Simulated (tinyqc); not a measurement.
Inside a calculation. Method: coupled-perturbed Hartree-Fock on RHF in the sto-6g basis, for BeH2, spin multiplicity 1. One step of it, computed by the program tinyqc.

Task: Response to a field: uncoupled start. Field along z; U_ai = -mu_ai / (e_a - e_i), alpha = -4 sum U_ai mu_ai.

orbital energies (hartree): MO1 -4.586919, MO2 -0.477066, MO3 -0.445435, MO4 0.205373, MO5 0.205411, MO6 0.510193, MO7 1.083523

dipole integrals <a|z|i> (bohr):
```
          i1         i2         i3
a4  0.146798   0.963885  -0.024192
a5  0.000000   0.000000   0.000000
a6  0.002184   0.006173  -0.000056
a7  0.000011  -0.000439  -0.018930
```

Give: uncoupled U; uncoupled polarisability.

Result:

uncoupled U:
```
         i1       i2      i3
a4  -0.0306  -1.4124  0.0372
a5   0.0000   0.0000  0.0000
a6  -0.0004  -0.0063  0.0001
a7   0.0000   0.0003  0.0124
```

uncoupled polarisability = 5.4683 bohr^3
